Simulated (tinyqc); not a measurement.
# Changing the silane pressure p_S

Model: microkinetic model of low-temperature epitaxy from hydride gases: adsorption, hydrogen desorption and rate control. Computed by tinyqc, a small Python program. Command: `OMP_NUM_THREADS=1 python tinyqc.py 3019885 3019886 out.jsonl hepi sweep`. One thread of a shared host (Intel(R) Xeon(R) Processor @ 2.30GHz), about 0.04 s of CPU time with the checks.

Each hydride molecule needs two free sites and leaves four hydrogen atoms, of which two leave at once as H2; theta is the hydrogen coverage, the site density is 6.78 per nm^2 and one layer is 1.358 angstrom thick.

Inputs (values chosen for the exercise, close to those used for silane and germane on Si(001)):
```
quantity                                           value  unit
sticking prefactor of silane s0                     0.04     -
adsorption barrier E_s                              0.26    eV
desorption prefactor nu_d                        9.7e+12   1/s
desorption energy on silicon E_d                    2.19    eV
hydrogen carrier pressure p_H                          0    Pa
sticking of hydrogen s_H                         8.8e-08     -
temperature T                                        550     C
germane pressure p_G                              0.0082    Pa
sticking ratio of germane to silane r_G                4     -
lowering of E_d per unit germanium fraction, dE     0.41    eV
```

Film: silicon-germanium. Order of hydrogen desorption: first.

Constants: k_B = 8.617333262e-05 eV/K; u = 1.6605390666e-27 kg; k_B = 1.380649e-23 J/K.

Method:
- Flux per site F = p/(sqrt(2 pi M k_B T) x 6.78e18 per m^2), M = 32.12 u (silane), 76.63 u (germane), 2.016 u (hydrogen); s = s0 exp(-E_s/(k_B T)); k_S = s F_S, k_G = r_G s F_G; germanium fraction x = k_G/(k_S + k_G); k = k_S + k_G; k_H = s_H F_H; k_d = nu_d exp(-(E_d - dE x)/(k_B T)).
- Temperatures in kelvin are T(C) + 273.15.
- With k the hydride and k_H the hydrogen adsorption rate on free pairs and k_d the desorption rate, steady state: 2 (k + k_H)(1 - theta)^2 = k_d theta; growth rate R = k (1 - theta)^2 layers/s; 1 layer/s = 8.148 nm/min.
- With c = 2 (k + k_H)/k_d the free share is 1 - theta = 2/(1 + sqrt(1 + 4c)).
- X_i = d ln R/d ln k_i at fixed other constants. With f = 1 - theta and a = 2/f + 1/theta: d ln f/d ln k_d = 1/(a f), so X_d = 2/(a f), X_k = 1 - X_d k/(k + k_H), X_H = -X_d k_H/(k + k_H); they sum to 1.

One run for each value:
```
silane pressure p_S (Pa)  growth rate G (nm/min)  hydrogen coverage theta  X_d (desorption)
0.001                                     0.4423               1.1480e-03        2.2933e-03
0.003                                     0.4813               1.9699e-03        3.9321e-03
0.01                                      0.6130               7.8069e-03        1.5493e-02
0.03                                      0.9141               5.3974e-02        1.0242e-01
0.1                                       1.2243               2.8827e-01        4.4753e-01
0.3                                       1.2587               5.5666e-01        7.1520e-01
1                                         1.3004               7.4727e-01        8.5536e-01
3                                         1.3652               8.4945e-01        9.1860e-01
10                                        1.4300               9.1540e-01        9.5583e-01
30                                        1.4726               9.5040e-01        9.7457e-01
```

Over the rows, growth rate G (nm/min) rises from 0.442 to 1.47 (exponent d ln y / d ln x 0.077 between the first rows and 0.027 between the last); hydrogen coverage theta rises from 0.00115 to 0.950 (exponent d ln y / d ln x 0.49 between the first rows and 0.034 between the last); X_d (desorption) rises from 0.00229 to 0.975 (exponent d ln y / d ln x 0.49 between the first rows and 0.018 between the last). At the high end the exponent of growth rate G is 0.03, close to 0: hydrogen desorption limits.

Caution (rows 0.00100, 0.00300, 0.0100, 0.0300): layer thickness and site density of silicon are kept, and strain and surface segregation of germanium are ignored, which matters at this fraction.
